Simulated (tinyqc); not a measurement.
From chamber pressure p_1 back to pump speed S: gas flow in a process chamber: flow regimes, conductance, effective pumping speed, pump-down, outgassing and purge. Computed by tinyqc, a small Python program. Command: `OMP_NUM_THREADS=1 python tinyqc.py 3121466 3121467 out.jsonl pump inv`. One thread of a shared host (Intel(R) Xeon(R) Processor @ 2.30GHz), about 0.01 s of CPU time with the checks.

Ideal gas, isothermal flow, a pump of constant speed at the end of a round pipe; process gas, volume gas and outgassing are given the same properties. 1 sccm = 101325 Pa x 1e-6 m^3/60 s x T/273.15 K.

Inputs (values chosen for the exercise, modelled on water vapour near room temperature): molar mass M = 18.02 g/mol; molecular diameter = 0.46 nm; viscosity eta = 9.9 micropascal s; temperature T = 293 K; chamber volume V = 5.6 L; pipe diameter d = 6.3 cm; pipe length l = 11 cm; process gas flow = 8.1 sccm.

Constants: k_B = 1.380649e-23 J/K; u = 1.6605390666e-27 kg.

Method:
- Mean speed c = sqrt(8 k_B T/(pi m)); aperture conductance C_a = c pi d^2/16; molecular pipe C_m = C_a/(1 + 3 l/(4 d)) (Dushman form); viscous pipe C_v = pi d^4 p_mean/(128 eta l); Knudsen interpolation C = C_v + C_m (1 + x)/(1 + 1.24 x), x = d p_mean sqrt(m/(k_B T))/eta.
- Effective speed 1/S_eff = 1/S + 1/C_m; time constant V/S_eff; pressure at which the free path k_B T/(sqrt2 pi d_m^2 p) equals d.
- Steady flow: the pump inlet is at p_2 = Q/S, and the chamber pressure p_1 solves Q = C((p_1 + p_2)/2) (p_1 - p_2). Residence time = p_1 V/Q.
- Knudsen number = free path at the mean pressure over d.

Task: A run gave the result below. Find the pump speed S, known to lie between 30 and 66 L/s.

chamber pressure p_1 = 0.4614243 Pa

Result:

Each step takes the trial c = (a f_b - b f_a)/(f_b - f_a), f being the result less the target and a, b, c the logarithms of the listed values; c replaces end b, the old b replaces a if the sign of f changed, and otherwise f_a is halved.

Scan of the range:
```
pump speed S (L/s)  chamber pressure p_1 (Pa)
30.0                                 0.531740
34.2                                 0.474373
39.0                                 0.424218
44.5                                 0.380298
50.7                                 0.342425
57.9                                 0.308805
66.0                                 0.279900
```

False position (Illinois rule, in the logarithm of the input) inside the bracket:
```
step    end a    end b    trial  chamber pressure p_1 (Pa)
1     34.2000  39.0000  35.3795                   0.460760
2     34.2000  35.3795  35.2680                   0.462007
3     35.3795  35.2680  35.3200                   0.461424
4     35.2680  35.3200  35.3200                   0.461424
```

Chamber pressure p_1 falls at every point of a 13-point scan of the range (every second point is shown), so one value fits; it is bracketed by 34.2 and 39.0. Answer: pump speed S = 35.32 L/s.
